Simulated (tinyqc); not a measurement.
# Inputs raised by 2 %, one at a time

Model: stress in a transistor channel from embedded alloy regions, liners and fins, by half-space elasticity. Computed by tinyqc, a small Python program. Command: `OMP_NUM_THREADS=1 python tinyqc.py 3012817 3012818 out.jsonl stressor sens`. One thread of a shared host (Intel(R) Xeon(R) Processor @ 2.30GHz), about 0.05 s of CPU time with the checks.

Plane strain in an isotropic half-space, the same constants everywhere; x along the channel from its centre, y downwards from the free surface; stress is positive in tension.

Inputs (values chosen for the exercise, modelled on silicon): alloy fraction x = 0.23; lattice change per unit x, beta = 0.0411; Young's modulus E = 163 GPa; Poisson ratio nu = 0.24; channel length L = 110 nm; length of each stressor S = 190 nm; recess depth d = 30 nm; depth of the field point y = 1.2 nm; liner stress = -1.5 GPa; liner thickness t = 20 nm; length of a cut fin or stripe = 660 nm; height of the strained layer h = 10 nm.

Stressor: Si(1-x)Ge(x) source and drain.

Method:
- Misfit e = beta x. A fully constrained inclusion holds the stress -p with p = E e/(1 - 2 nu); a blanket film would hold -E e/(1 - nu) in the plane.
- A line element dA of misfit at (a, c) in the half-space gives, with C = E e/(2 pi (1 - nu)), X = x - a, r1^2 = X^2 + (y - c)^2, r2^2 = X^2 + Y^2, Y = y + c: s_xx = -C dA {[X^2 - (y - c)^2]/r1^4 + 3 [X^2 - Y^2]/r2^4 + 4 y Y (Y^2 - 3 X^2)/r2^6}, s_yy = C dA {[X^2 - (y - c)^2]/r1^4 - [X^2 - Y^2]/r2^4 + 4 y Y (Y^2 - 3 X^2)/r2^6}. These are integrated over two rectangles, L/2 < |a| < L/2 + S, 0 < c < d (closed form in a, 200 Gauss-Legendre points in c).
- The liner over source and drain ends at the gate, x = -/+ L/2, and pulls there with the force per width F = (liner stress) t along the surface. A tangential line force gives s_xx = (2 F/pi) X^3/(X^2 + y^2)^2 at the distance X; two of them add at the centre, X = L/2. For L > 3.5 y the concentrated force is an upper bound.
- Shear-lag estimate for a stripe of length l and height h on a like substrate: the stress along it is s(x)/s_film = 1 - cosh(x/lam)/cosh(l/(2 lam)), lam = (pi/2) g h with g = 1.258; mean = 1 - (2 lam/l) tanh(l/(2 lam)).

Runs:
```
input moved                          from      to  s_xx (MPa)  s_yy (MPa)  s_xx from the liner (MPa)  share kept on average
base run                                -       -      -961.0     -0.3821                     -693.8                 0.9401
Poisson ratio nu                     0.24  0.2448      -967.1     -0.3846                     -693.8                 0.9401
length of each stressor S (nm)        190   193.8      -965.7     -0.3825                     -693.8                 0.9401
depth of the field point y (nm)       1.2   1.224      -960.7     -0.3974                     -693.8                 0.9401
liner stress (GPa)                   -1.5   -1.53      -961.0     -0.3821                     -707.7                 0.9401
liner thickness t (nm)                 20    20.4      -961.0     -0.3821                     -707.7                 0.9401
length of a cut fin or stripe (nm)    660   673.2      -961.0     -0.3821                     -693.8                 0.9413
height of the strained layer h (nm)    10    10.2      -961.0     -0.3821                     -693.8                 0.9389
```

Exponents ln(y'/y) / ln(x'/x):
```
input                             s_xx   s_yy  s_xx from the liner  share kept on average
Poisson ratio nu                 0.320  0.320                0.000                  0.000
length of each stressor S        0.249  0.043                0.000                  0.000
depth of the field point y      -0.015  1.977               -0.002                  0.000
liner stress                     0.000  0.000                1.000                  0.000
liner thickness t                0.000  0.000                1.000                  0.000
length of a cut fin or stripe    0.000  0.000                0.000                  0.063
height of the strained layer h   0.000  0.000                0.000                 -0.064
```

Among the inputs moved here: s_xx answers most in size to Poisson ratio nu (exponent +0.320), next to length of each stressor S (+0.249); its exponent is below 0.0005 for liner stress, liner thickness t, length of a cut fin or stripe, height of the strained layer h. s_yy answers most in size to depth of the field point y (exponent +1.977), next to Poisson ratio nu (+0.320); its exponent is below 0.0005 for liner stress, liner thickness t, length of a cut fin or stripe, height of the strained layer h. s_xx from the liner answers most in size to liner stress (exponent +1.000), and about equally to liner thickness t (+1.000); its exponent is below 0.0005 for Poisson ratio nu, length of each stressor S, length of a cut fin or stripe, height of the strained layer h. Its exponent +1.000 in liner thickness t: force is stress times thickness. Share kept on average answers most in size to height of the strained layer h (exponent -0.064), and about equally to length of a cut fin or stripe (+0.063); its exponent is below 0.0005 for Poisson ratio nu, length of each stressor S, depth of the field point y, liner stress, liner thickness t.
